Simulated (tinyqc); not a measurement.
Haynes-Shockley experiment: drift, diffusion and decay of a minority-carrier pulse. Changing the distance d to the collector. Computed by tinyqc, a small Python program. Command: `OMP_NUM_THREADS=1 python tinyqc.py 3111952 3111953 out.jsonl haynes sweep`. One thread of a shared host (Intel(R) Xeon(R) Processor @ 2.30GHz), about 0.02 s of CPU time with the checks.

A thin sheet of excess carriers is made at x = 0, t = 0 in a long uniform bar; injection is low, so the pulse moves with the minority mobility.

Inputs (values chosen for the exercise, modelled on holes in n-type germanium in a lightly doped bar):
```
quantity                     value         unit
minority mobility mu          1820   cm^2/(V s)
lifetime tau                   150  microsecond
temperature T                  300            K
field F                         25         V/cm
injected sheet density N0  1.5e+10       1/cm^2
```

Constants: k_B = 8.617333262e-05 eV/K.

Method:
- D = mu k_B T/e, v = mu F.
- Transit time d/v, diffusion length sqrt(D tau), drift length v tau, Peclet number v d/D = e F d/(k_B T).
- dn(x, t) = N0/sqrt(4 pi D t) exp(-(x - v t)^2/(4 D t) - t/tau).
- At fixed x the signal peaks where d ln(dn)/dt = 0: a t^2 + t/2 - x^2/(4 D) = 0 with a = v^2/(4 D) + 1/tau.
- The full width at half maximum is found by solving dn(x, t) = peak/2 on both sides of the peak.
- With w the full width at half maximum: mu = d/(F t_p); D = (w d)^2/(16 ln2 t_p^3); Einstein ratio D/mu against k_B T/e.

One run for each value; columns: (1) distance d to the collector (cm); (2) width at half maximum (microsecond); (3) peak density (1/cm^3); (4) error of mu (%); (5) Peclet number:
```
(1)       (2)         (3)     (4)     (5)
0.039  0.4566  6.6702e+11  2.7169   37.71
0.056  0.5501  5.5414e+11  1.8939   54.15
0.080  0.6598  4.6136e+11  1.3312   77.36
0.120  0.8104  3.7410e+11  0.8957  116.05
0.170  0.9661  3.1181e+11  0.6404  164.40
0.240  1.1493  2.5964e+11  0.4621  232.09
0.340  1.3690  2.1490e+11  0.3349  328.79
0.490  1.6445  1.7508e+11  0.2416  473.85
```

What does the table show, and why?

Over the rows, width at half maximum (microsecond) rises from 0.457 to 1.64 (exponent d ln y / d ln x about 0.51 throughout); peak density (1/cm^3) falls from 6.67e11 to 1.75e11 (exponent d ln y / d ln x -0.51 between the first rows and -0.56 between the last); error of mu (%) falls from 2.72 to 0.242 (exponent d ln y / d ln x -1.00 between the first rows and -0.89 between the last). The exponent of width at half maximum stays between 0.50 and 0.51, near 0.50: the spread grows as sqrt(t).

Extremes, crossings and ranges named in words are read from the listed rows.
